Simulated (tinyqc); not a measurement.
What each parameter does: valley splitting of a silicon quantum well in envelope theory.

The well lies at 0 < z < L; U(z) = V0 [1/(1 + exp(z/w)) + 1/(1 + exp((L - z)/w))] - e F z, 1 mV/nm = 1e-4 eV/angstrom. The envelope psi solves -(c/ml) psi'' + U psi = E psi, c = hbar^2/2m0, by three-point differences on a grid of 0.1 angstrom from -40 to L + 40 angstrom. The two valleys at +/- k0 couple through D = C0 times the integral of exp(-i q z) U(z) psi^2, q = 2 k0 (2 pi/a), and split by Ev = 2|D|.

Random alloy: with Y(z) = Yw + (Yb - Yw) B(z), B the bracket in U, and in-plane density exp(-r^2/ad^2)/(pi ad^2), D gains a random complex part of variance sigma^2 = (C0^2/pi)(a^2 V0/(8 ad (Yb - Yw)))^2 (4/a) times the integral of psi^4 Y (1 - Y). Alone it gives a mean splitting sqrt(pi) sigma; together with the smooth part the rms splitting is 2 sqrt(|D|^2 + sigma^2).

Constants: hbar^2/2m0 = 3.80998211 eV angstrom^2.

Inputs chosen for the exercise (near those of a strained Si well in SiGe; not measured data): L = 56 angstrom (well width); V0 = 0.18 eV (conduction offset); ml = 0.908 m0 (mass along z); w = 1 angstrom (interface width parameter); F = 5.2 mV/nm (field pressing towards the upper interface); k0 = 0.85 2 pi/a (valley position); a = 5.431 angstrom (lattice constant); C0 = 0.25 (Bloch overlap factor); Yb = 0.29 (Ge share of the barrier); Yw = 0.02 (Ge share of the well); ad = 170 angstrom (dot radius).

Orbital spacing, psi^2 at z = L, the smooth splitting and sigma; V0 is held fixed when Yw changes.

Results for these values:

| case | E2 - E1 (meV) | psi^2(L) (1e-3/angstrom) | 2\|D\| (micro-eV) | sigma (micro-eV) |
|---|---|---|---|---|
| base | 30.77 | 3.136 | 3.85 | 38.4 |

What happens to each result for C0 = 0.3, all else kept?

Answer: E2 - E1 does not change at the printed digits; psi^2(L) does not change at the printed digits; 2|D| rises from 3.85 to 4.61; sigma rises from 38.4 to 46.1.

The same for each parameter in turn:

| case | E2 - E1 (meV) | psi^2(L) (1e-3/angstrom) | 2\|D\| (micro-eV) | sigma (micro-eV) |
|---|---|---|---|---|
| base | 30.77 | 3.136 | 3.85 | 38.4 |
| ad = 210 angstrom | 30.77 | 3.136 | 3.85 | 31.1 |
| Yw = 0.05 | 30.77 | 3.136 | 3.85 | 66.9 |
| L = 62 angstrom | 26.74 | 2.877 | 3.51 | 37.3 |
| V0 = 0.225 eV | 31.87 | 2.479 | 3.70 | 48.2 |
| w = 1.3 angstrom | 31.22 | 2.968 | 0.74 | 38.6 |
| F = 7.8 mV/nm | 32.54 | 4.209 | 5.49 | 39.5 |
| k0 = 0.83 2 pi/a | 30.77 | 3.136 | 5.16 | 38.4 |
| C0 = 0.3 | 30.77 | 3.136 | 4.61 | 46.1 |

(tinyqc, `OMP_NUM_THREADS=1 python tinyqc.py 1281973 1281974 out.jsonl`, Intel(R) Xeon(R) Processor @ 2.30GHz, 1 thread, shared host, about 0.1 s.)
